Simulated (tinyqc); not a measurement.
Inside a calculation. Method: Hubbard ring of 4 sites. Computed by tinyqc, a small Python program that keeps every step. Settings: hopping = 1.68, U = 9.8, mixing = 0.5, iteration cap = 88. Command: `OMP_NUM_THREADS=1 python tinyqc.py 23241 23242 out.jsonl` (the two numbers bound the seeds that draw the settings). One thread of a shared host (Intel(R) Xeon(R) Processor @ 2.60GHz), about 0.2 s of CPU time with the checks. Later iterations appear only in the table of the cycle.

## Mean-field iteration 1

one-body matrix (hopping and site energies) (eV), lower triangle:
```
           1          2          3         4
1   0.000000
2  -1.680000   0.000000
3   0.000000  -1.680000   0.000000
4  -1.680000   0.000000  -1.680000  0.000000
```

U = 9.800000 eV

electrons, up and down: 3  2

mixing = 0.500000

n(up) at the start (a guess, not normalised): 1 1.000000, 2 0.300000, 3 1.000000, 4 0.300000

n(down) at the start (a guess): 1 0.050000, 2 0.950000, 3 0.050000, 4 0.950000

H(up) = T + U n(down), H(down) = T + U n(up); fill the lowest levels; n(new) = n + mixing (n(out) - n); E = tr T (rho up + rho down) + U sum n_up n_down of the output.

levels, up (eV): -0.644159  0.490000  9.310000  10.444159

levels, down (eV): 1.568490  2.940000  9.800000  11.171510

energy = 6.971479 eV

n(up) after iteration 1: 1 0.974429, 2 0.425571, 3 0.974429, 4 0.425571

n(down) after iteration 1: 1 0.060705, 2 0.939295, 3 0.060705, 4 0.939295

## Mean-field iteration 2

As before.

levels, up (eV): -0.561080  0.594911  9.205089  10.361080

levels, down (eV): 2.556223  4.170596  9.549404  11.163777

energy = 6.871230 eV

n(up) after iteration 2: 1 0.960755, 2 0.489245, 3 0.960755, 4 0.489245

n(down) after iteration 2: 1 0.077241, 2 0.922759, 3 0.077241, 4 0.922759

## Mean-field iteration 3

As before.

levels, up (eV): -0.434265  0.756960  9.043040  10.234265

levels, down (eV): 3.027313  4.794604  9.415396  11.182687

energy = 6.833904 eV

n(up) after iteration 3: 1 0.952463, 2 0.522537, 3 0.952463, 4 0.522537

n(down) after iteration 3: 1 0.092796, 2 0.907204, 3 0.092796, 4 0.907204

## Convergence

Each step fills the lowest levels of T + U n(other spin) and sets n(new) = n + mixing (n(out) - n); stop when output and input agree to 1e-8.

Course of the cycle:

| iteration | E (eV) | largest \|n(out) - n(in)\| | mean \|n_up - n_down\| |
|---|---|---|---|
| 1 | 6.97147932 | 2.51e-01 | 0.627448 |
| 2 | 6.87123011 | 1.27e-01 | 0.603304 |
| 3 | 6.83390446 | 6.66e-02 | 0.585820 |
| 4 | 6.81944911 | 3.62e-02 | 0.574040 |
| 5 | 6.81344237 | 2.06e-02 | 0.566215 |
| 6 | 6.81083625 | 1.22e-02 | 0.561008 |
| 7 | 6.80968408 | 8.24e-03 | 0.557530 |
| 8 | 6.80917084 | 5.54e-03 | 0.555201 |
| 9 | 6.80894146 | 3.71e-03 | 0.553640 |
| 10 | 6.80883875 | 2.48e-03 | 0.552594 |
| 11 | 6.80879272 | 1.66e-03 | 0.551892 |
| ... | ... | ... | ... |
| 32 | 6.80875525 | 3.70e-07 | 0.550464 |
| 33 | 6.80875525 | 2.48e-07 | 0.550464 |
| 34 | 6.80875525 | 1.66e-07 | 0.550464 |
| 35 | 6.80875525 | 1.11e-07 | 0.550464 |
| 36 | 6.80875525 | 7.46e-08 | 0.550464 |
| 37 | 6.80875525 | 5.00e-08 | 0.550464 |
| 38 | 6.80875525 | 3.35e-08 | 0.550464 |
| 39 | 6.80875525 | 2.25e-08 | 0.550464 |
| 40 | 6.80875525 | 1.51e-08 | 0.550464 |
| 41 | 6.80875525 | 1.01e-08 | 0.550464 |
| 42 | 6.80875525 | 6.79e-09 | 0.550464 |

local moments n_up - n_down: 1 0.800464, 2 -0.300464, 3 0.800464, 4 -0.300464

Converged in 42 iterations. But random starts reach 6.37338 eV, so this is another stationary point, not the lowest one. Reruns (cap 100 unless said): mixing 0.2: not converged; mixing 0.9: converged in 19 to a higher stationary point (E = 6.80876). Before convergence this energy mixes input and output and is not variational, so it may rise towards its limit.

## Exact diagonalisation (24 states)

Lowest levels of the sector, and the double occupancy of the lowest state.

lowest levels (eV): 5.591630  5.591630  6.440000  7.505308  7.505308  9.800000

double occupancy per site = 0.276446

The mean-field solution above lies 1.2171 eV above the exact energy.

## The lowest level by Lanczos steps

From a random start vector (not printed): a_j = <q_j|H|q_j>, b_j = norm of the remainder after orthogonalising; the Ritz value is the lowest eigenvalue of the tridiagonal matrix of a and b so far.

Lanczos:

| j | a_j (eV) | b_j (eV) | lowest Ritz value (eV) |
|---|---|---|---|
| 1 | 14.734423 | 5.940340 | 14.73442349 |
| 2 | 13.063268 | 3.946188 | 7.90002692 |
| 3 | 14.237857 | 6.042862 | 6.64784350 |
| 4 | 15.407345 | 2.873745 | 5.78174333 |
| 5 | 16.199169 | 5.809805 | 5.68215412 |
| 6 | 14.703712 | 3.806761 | 5.62116168 |
| 7 | 15.616570 | 4.291843 | 5.60082948 |
| 8 | 13.939617 | 2.551182 | 5.59250136 |
| 9 | 19.234020 | 3.425843 | 5.59177479 |
| 10 | 16.729016 | 4.438578 | 5.59170820 |
